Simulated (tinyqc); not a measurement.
Velocity overshoot from momentum and energy balance equations after a field step: one step, computed by the program tinyqc.

At t = 0 the field jumps from 0 to F in a uniform sample. v is the drift velocity and u = w - (3/2) k_B T the excess energy per carrier.

Problem. First four steps. dv/dt = e F/m - v/tau_m(u), du/dt = e F v - u/tau_E, tau_m(u) = tau_0/(1 + c u), tau_0 = m mu_0/e, c = mu_0/(e tau_E v_s^2); this choice gives the steady state v (1 + mu_0 F v/v_s^2) = mu_0 F, which saturates at v_s. Step: v_new = v + dt (e F/m - v/tau_m(u)), u_new = u + dt (e F v - u/tau_E). Start v = u = 0; the distance adds dt (v + v_new)/2.

Inputs (values chosen for the exercise, modelled on electrons in germanium except for tau_E):

| quantity | value | unit |
|---|---|---|
| energy relaxation time tau_E | 0.37 | ps |
| field after the step F | 7.9 | kV/cm |
| lattice temperature T | 300 | K |
| time step dt | 2.6 | fs |

Scheme: explicit Euler.

c = 292.7928 1/eV

tau_0 = 266.0875 fs

acceleration e F/m = 0.01157890 1e7 cm/s per fs

Give: Steps.

Solution.

Steps:

| step | t (fs) | v (1e7 cm/s) | u (eV) | tau_m (fs) |
|---|---|---|---|---|
| 1 | 2.6 | 0.03011 | 0 | 266.09 |
| 2 | 5.2 | 0.05992 | 6.1836e-06 | 265.61 |
| 3 | 7.8 | 0.08943 | 1.8447e-05 | 264.66 |
| 4 | 10.4 | 0.11866 | 3.6687e-05 | 263.26 |

After the first step u is still 0, below the drift energy m v^2/2, because the explicit scheme uses the old v: an error of the finite time step.
